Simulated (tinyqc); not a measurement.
Displacements against temperature: thermal displacements in the Debye model: Debye-Waller factors, bond-length spread and the Lindemann rule. Computed by tinyqc, a small Python program. Command: `OMP_NUM_THREADS=1 python tinyqc.py 3010941 3010942 out.jsonl debyewaller walk`. One thread of a shared host (Intel(R) Xeon(R) Processor @ 2.30GHz), about 0.01 s of CPU time with the checks.

A Debye spectrum with three branches of one velocity, cut at k_B Theta; 2 atoms per cube, nearest neighbours at d = 0.866025 a.

Inputs (values chosen for the exercise, modelled on tungsten):
```
quantity                  value      unit
atomic mass M            183.84         u
Debye temperature Theta     336         K
lattice constant a        3.165  angstrom
temperature T               300         K
```

Structure: bcc.

reflection (h k l): 3  1  0

Constants: hbar^2/u = 4.18015928e-03 eV angstrom^2; k_B = 8.617333262e-05 eV/K.

Method:
- <u_x^2> = (3 hbar^2/(2 M k_B Theta)) int_0^1 s coth(s Theta/(2T)) ds (64 Gauss-Legendre points); it tends to 3 hbar^2/(4 M k_B Theta) at T = 0 and to 3 hbar^2 T/(M k_B Theta^2) at high T.
- B = 8 pi^2 <u_x^2>.
- G = 2 pi sqrt(h^2 + k^2 + l^2)/a; the intensity is multiplied by exp(-2W), 2W = G^2 <u_x^2>; the loss goes into thermal diffuse scattering.
- Correlated Debye model: sigma^2 = (3 hbar^2/(M k_B Theta)) int_0^1 s coth(s Theta/(2T)) [1 - sin(s q_D R)/(s q_D R)] ds for two atoms at distance R, q_D = (6 pi^2 n)^(1/3), n atoms per volume; uncorrelated motion would give 2 <u_x^2>.
- The correlation is 1 - sigma^2/(2 <u_x^2>); exp(-2W) uses 2W = G^2 <u_x^2>.

|G| = 6.27778 1/angstrom

Displacements (angstrom^2):
```
T (K)     <u_x^2>   classical  sigma^2 at d  sigma^2 at 2d  exp(-2W)
10     5.9241e-04  7.0117e-05    9.9003e-04      0.0011259   0.97692
34     6.2865e-04  2.3840e-04    9.9817e-04      0.0011487   0.97553
67     7.3932e-04  4.6978e-04     0.0010694      0.0012853   0.97128
120     0.0010119  8.4140e-04     0.0013325      0.0016921   0.96090
180     0.0013802   0.0012621     0.0017372      0.0022701   0.94706
270     0.0019734   0.0018932     0.0024203      0.0032165   0.92518
400     0.0028593   0.0028047     0.0034624      0.0046404   0.89343
600     0.0042435   0.0042070     0.0051066      0.0068724   0.84600
740     0.0052183   0.0051886     0.0062685      0.0084461   0.81411
```

The classical line is within 5 % from T = 270 K (T/Theta = 0.80) on. The correlation of nearest neighbours grows from 0.16 to 0.40, since thermal motion weights long waves, which move neighbours together, more than zero-point motion does; at 2d it ends at 0.19. The reflection keeps 98 % of its intensity at the lowest T and 81 % at the highest.

Extremes, crossings and ranges named in words are read from the listed rows.
